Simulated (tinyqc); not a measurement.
From a target level to the width: type-II superlattice in the two-band Kane model. Three cases, with inputs chosen for the exercise.

Problem. Which width a puts the bottom of C1 at the energy below?

Motion along the axis, period d = a + b, c = hbar^2/2m0. Conduction and light-hole bands couple: (E - Ec)(E - Ev) = Ep c k^2 in each layer, with mass m(E) = (E - Ev)/Ep, which may be negative. The conduction envelope psi and psi'/m(E) are continuous; a layer carries them by [[cos kt, (m/k) sin kt], [-(k/m) sin kt, cos kt]] (cosh and sinh for k^2 < 0), and cos(q d) = tr(M_B M_A)/2. C1 is the first miniband above EvB, with its bottom at tr/2 = +1 and its top at -1; the gap is the bottom of C1 less the top heavy-hole level HH1.

Constants: hbar^2/2m0 = 3.80998211 eV angstrom^2.

Find: k in A; kappa in B; a.

Method. At q = 0 the state is even in both layers: (k/m_A) tan(k a/2) = (kappa/m_B) tanh(kappa b/2) with the masses at that energy; the first branch of the arctangent gives a.

Case 1.

Values chosen (near those of an InAs/GaSb superlattice; not measured data): b = 33 angstrom (layer B); EcA = 0 eV (conduction edge of A); EvA = -0.412 eV (valence edge of A); EcB = 0.975 eV (conduction edge of B); EvB = 0.158 eV (valence edge of B); EpA = 14.5 eV (coupling energy in A); EpB = 17.9 eV (coupling energy in B).

bottom of C1 = 0.364999 eV

Solution.

k in A = 0.07165 1/angstrom
kappa in B = 0.04303 1/angstrom
a = 29.0 angstrom

Case 2.

Values chosen (near those of an InAs/GaSb superlattice; not measured data): b = 41 angstrom (layer B); EcA = 0 eV (conduction edge of A); EvA = -0.412 eV (valence edge of A); EcB = 0.97 eV (conduction edge of B); EvB = 0.17 eV (valence edge of B); EpA = 14.4 eV (coupling energy in A); EpB = 18.1 eV (coupling energy in B).

bottom of C1 = 0.233670 eV

Solution.

k in A = 0.05244 1/angstrom
kappa in B = 0.02607 1/angstrom
a = 48.0 angstrom

Case 3.

Values chosen (near those of an InAs/GaSb superlattice; not measured data): b = 56 angstrom (layer B); EcA = 0 eV (conduction edge of A); EvA = -0.422 eV (valence edge of A); EcB = 0.991 eV (conduction edge of B); EvB = 0.171 eV (valence edge of B); EpA = 14.3 eV (coupling energy in A); EpB = 17.7 eV (coupling energy in B).

bottom of C1 = 0.370565 eV

Solution.

k in A = 0.07342 1/angstrom
kappa in B = 0.04285 1/angstrom
a = 32.0 angstrom

Computed by tinyqc, one run a case: `OMP_NUM_THREADS=1 python tinyqc.py N N+1 out.jsonl` with N = 1252687, 1252701, 1252710; one thread of a shared Intel(R) Xeon(R) Processor @ 2.30GHz, about 0.09 s a run at most.
